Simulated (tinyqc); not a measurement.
Critical temperature from a phonon spectrum: McMillan, Allen-Dynes and the linearised Eliashberg equation: one step, computed by the program tinyqc.

alpha^2 F(omega) = sum_i (lambda_i omega_i/2) delta(omega - omega_i), so that lambda = 2 int alpha^2 F/omega d omega = sum_i lambda_i.

Task: Largest eigenvalue of the small kernel. K is the kernel of the linearised Eliashberg equation on the Matsubara points omega_n = (2n + 1) pi k_B T; T_c is where its largest eigenvalue rho is zero. Diagonalise K; at rho = 0 the eigenvector c is the gap function Delta_n/omega_n up to a factor; away from it Delta_n/Delta_0 = (2n + 1) c_n/c_0 is only an estimate.

Inputs (values chosen for the exercise, for a model metal): trial temperature = 108 K.

Peaks in alpha^2 F: three.

K:
```
[[-0.05939, 1.61125, 0.76082, 0.34081],
 [1.61125, -5.39704, 1.19125, 0.53888],
 [0.76082, 1.19125, -8.96025, 1.06413],
 [0.34081, 0.53888, 1.06413, -11.82491]]
```

Give: largest eigenvalue rho; Delta_n/Delta_0.

Result:

largest eigenvalue rho = 0.5371

Delta_n/Delta_0: [1.000, 0.903, 0.618, 0.359]

rho > 0: in this small matrix the trial temperature lies below T_c.
